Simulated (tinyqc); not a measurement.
# Surface potential of a MOS transistor: implicit equation and explicit approximations: what changes with what

p-type body, charge-sheet picture, depletion and inversion only, full ionisation (an idealisation for deep acceptors), Boltzmann statistics (rough once Na exp(x - xn) passes about Nc/7). In units of Vt: xg = (Vg - Vfb)/Vt, x = psi/Vt, G = gamma/sqrt(Vt), xn = (2 phiF + Vc)/Vt. The implicit equation is (xg - x)^2 = G^2 [x - 1 + exp(x - xn)] for x above about 3. Cox = eps0 eox/tox.

Values chosen for this exercise; band and dielectric values close to those of silicon: temperature T = 350 K; band gap Eg = 1.13 eV; relative permittivity eps_r = 11.9; conduction-band density of states at T Nc = 3.49e19 cm^-3; valence-band density of states at T Nv = 3.38e19 cm^-3; relative permittivity of the gate insulator (close to silicon dioxide) eox = 3.9; insulator thickness tox = 5.5 nm; acceptor density Na = 1.3e16 cm^-3; flat-band voltage Vfb = -0.53 V; channel-body voltage Vc = 0 V; gate-body voltage Vg = 0.86 V.

Constants: q = 1.602176634e-19 C, kB = 1.380649e-23 J/K, Vt = kB T/q, eps0 = 8.8541878128e-14 F/cm where lengths are in cm. Results are converted to the units shown.

Each table varies one quantity; the others keep the values above.

## Accuracy of the approximations against gate voltage

ni = sqrt(Nc Nv) exp(-Eg/(2 Vt)), Eg in volts; phiF = Vt ln(Na/ni); gamma = sqrt(2 q eps0 eps_r Na)/Cox; VT = Vfb + Vt (xn + G sqrt(xn - 1)). Depletion value a = 1 + [sqrt(G^2/4 + xg - 1) - G/2]^2; inversion value b = xn + ln[(xg - xn)^2/G^2 - xn + 1] and first guess y = min(a, b) - ln(1 + exp(-|a - b|)) if a > xn + 1, else b = y = a; one second-order correction with D = exp(y - xn), p = 2 (xg - y) + G^2 (1 + D), w = (xg - y)^2 - G^2 (y - 1 + D): z = y + 2 w/(p + sqrt(p^2 - 2 (2 - G^2 D) w)), or the Newton step z = y + w/p where the root is not real. N_inv = (Cox Vt G/q) [sqrt(x - 1 + exp(x - xn)) - sqrt(x - 1)] at the root. Lambert form (Cox m Vt/q) W0[(G/(2 m sqrt(xn - 1))) exp((Vg - VT)/(m Vt))], m = 1 + G/(2 sqrt(xn - 1)). Errors under 1e-4 mV, and the linear form below VT, are printed as 0.

Result of one run:

| Vg (V) | psi (V) | x - xn | error of y (mV) | error of z (mV) | N_inv (cm^-2) | Cox (Vg - VT)/q (cm^-2) | Lambert form (cm^-2) |
|---|---|---|---|---|---|---|---|
| 0.81 | 0.8516 | 6.527 | 21.2 | -5.35 | 1.539e12 | 2.359e12 | 1.683e12 |

What becomes of these results when the gate-body voltage Vg is changed from 0.81 to 0.21 V, all else the same?

Result of the changed run:

| Vg (V) | psi (V) | x - xn | error of y (mV) | error of z (mV) | N_inv (cm^-2) | Cox (Vg - VT)/q (cm^-2) | Lambert form (cm^-2) |
|---|---|---|---|---|---|---|---|
| 0.21 | 0.6546 | -0.002725 | 1.86 | 0 | 7.777e9 | 7.434e9 | 7.864e9 |

The whole series:

| Vg (V) | psi (V) | x - xn | error of y (mV) | error of z (mV) | N_inv (cm^-2) | Cox (Vg - VT)/q (cm^-2) | Lambert form (cm^-2) |
|---|---|---|---|---|---|---|---|
| -0.19 | 0.2866 | -12.21 | 0 | 0 | 6.157e4 | 0 | 3.338e4 |
| 0.01 | 0.4700 | -6.124 | 4.87e-3 | 0 | 2.059e7 | 0 | 1.671e7 |
| 0.21 | 0.6546 | -0.002725 | 1.86 | 0 | 7.777e9 | 7.434e9 | 7.864e9 |
| 0.41 | 0.7759 | 4.017 | 31.5 | 9.82 | 2.862e11 | 7.912e11 | 3.231e11 |
| 0.61 | 0.8237 | 5.604 | 27.6 | 8.76 | 8.710e11 | 1.575e12 | 9.685e11 |
| 0.81 | 0.8516 | 6.527 | 21.2 | -5.35 | 1.539e12 | 2.359e12 | 1.683e12 |
| 1.01 | 0.8711 | 7.174 | 17.3 | -1.83 | 2.242e12 | 3.142e12 | 2.420e12 |
| 1.21 | 0.8860 | 7.670 | 14.7 | -0.951 | 2.964e12 | 3.926e12 | 3.170e12 |
| 1.41 | 0.8982 | 8.072 | 12.8 | -0.575 | 3.697e12 | 4.710e12 | 3.927e12 |

psi rises from 0.287 to 0.898 V and ends 8.1 Vt above 2 phiF + Vc. Among the rows the first guess is off by at most 31 mV (at Vg = 0.41 V) and the corrected value by at most 9.8 mV. In the last row the linear form is 27 % above N_inv and the Lambert form 6.2 % above it; in the first row the Lambert form is 46 % below it. For Vg = 0.81, 1.01, 1.21, 1.41 the electron quasi-Fermi level lies less than 2 Vt below the band edge at the surface, or above it, where degeneracy and confinement, left out, matter.

## Effect of the acceptor density at fixed gate voltage

Same model as above.

Vfb is held fixed.

Results:

| Na (cm^-3) | psi (V) | x - xn | error of y (mV) | error of z (mV) | N_inv (cm^-2) | Cox (Vg - VT)/q (cm^-2) | Lambert form (cm^-2) |
|---|---|---|---|---|---|---|---|
| 4.3e14 | 0.76480 | 10.468 | 24.7 | 7.49 | 2.3855e12 | 3.6385e12 | 2.7557e12 |
| 9.5e14 | 0.78654 | 9.6033 | 23.7 | 6.95 | 2.2676e12 | 3.4234e12 | 2.5844e12 |
| 2.1e15 | 0.80819 | 8.7346 | 22.6 | 6.38 | 2.1334e12 | 3.1931e12 | 2.3983e12 |
| 4.5e15 | 0.82882 | 7.8945 | 21.5 | -6.79 | 1.9817e12 | 2.9500e12 | 2.1984e12 |
| 2.2e16 | 0.87050 | 6.1026 | 19.4 | -3.05 | 1.5426e12 | 2.3212e12 | 1.6656e12 |
| 4.8e16 | 0.88909 | 5.1583 | 18.8 | -2.53 | 1.2265e12 | 1.9062e12 | 1.3079e12 |
| 1e17 | 0.90273 | 4.1428 | 19.4 | -2.77 | 8.3817e11 | 1.4075e12 | 8.8392e11 |

Estimate the missing row, Na = 9.9e15 cm^-3.

Computed row:

| Na (cm^-3) | psi (V) | x - xn | error of y (mV) | error of z (mV) | N_inv (cm^-2) | Cox (Vg - VT)/q (cm^-2) | Lambert form (cm^-2) |
|---|---|---|---|---|---|---|---|
| 9.9e15 | 0.84987 | 7.0153 | 20.4 | -4.23 | 1.7899e12 | 2.6644e12 | 1.9588e12 |

With this row back in the table: As Na goes from 4.3e14 to 1e17, psi rises from 0.765 to 0.903 V, x - xn falls from 10.5 to 4.14 and N_inv falls from 2.39e12 to 8.38e11 cm^-2. The Lambert form lies between 1.05 and 1.16 times N_inv. In every row the electron quasi-Fermi level lies less than 2 Vt below the band edge at the surface, or above it, where degeneracy and confinement, left out, matter.

Computed by the program tinyqc: `OMP_NUM_THREADS=1 python tinyqc.py 2122006 2122007 out.jsonl`, one thread of a shared Intel Xeon 2.30GHz, about 0.01 s for the whole run.
